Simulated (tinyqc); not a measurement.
Low-temperature mobility of a two-dimensional electron gas with static screening: one step, computed by the program tinyqc.

One subband is filled, the gas is degenerate and scatters at the Fermi circle; one permittivity serves on both sides of the interface. All formulas are in SI units, masses times m_0. Piezoelectric and polar phonons are left out, and n_s is taken as set by a gate, independent of N_i.

Question. Remote charges. Form factors with u = q/b: screening G(q) = [1 + 9u/8 + 3u^2/8]/(1 + u)^3, remote charge P(q) = exp(-q d)/(1 + u)^3. Dielectric function eps(q) = 1 + q_TF G(q)/q, with q = 2 k_F sin(theta/2). Remote charges: <|U|^2> = N_i [e^2 P(q)/(2 eps eps_0 q)]^2. 1/tau_t = (m/(pi hbar^3)) int_0^pi (1 - cos theta) <|U|^2>/eps(q)^2 dtheta; the quantum rate 1/tau_q drops the factor (1 - cos theta); 200 Gauss-Legendre points in s with theta = pi s^2, s from 0 to 1; mu = e tau_t/m.

Inputs (values chosen for the exercise, modelled on an InAs channel):
```
quantity                                        value    unit
in-plane mass m                                0.0295     m_0
mass across the layer m_z                      0.0309     m_0
permittivity eps                                 14.8       -
roughness height Delta                           0.24      nm
correlation length Lambda                         1.3      nm
remote charge density N_i                     2.3e+11  1/cm^2
distance d of the charges from the interface       45      nm
```

Wave function: Fang-Howard. Roughness spectrum: exponential.

k_F = 0.2628974 1/nm

b = 0.2898106 1/nm

q_TF = 0.07533368 1/nm

effective field F = 0.07103560 MV/cm

Constants: m_0 = 9.1093837015e-31 kg; hbar = 1.054571817e-34 J s; e = 1.602176634e-19 C; eps_0 = 8.8541878128e-12 F/m.

Give: tau_t, charges; tau_q, charges; remote-charge mobility; tau_t/tau_q, charges.

Answer.

tau_t, charges = 1205 ps

tau_q, charges = 1.149 ps

remote-charge mobility = 7.181e+07 cm^2/(V s)

tau_t/tau_q, charges = 1048

Caution: E_F exceeds 1.1 (hbar^2 e^2 F^2/2 m_z)^(1/3), of the order of the first subband spacing (1.75 times that in a triangular well, less with self-consistent band bending), so a second subband may fill.
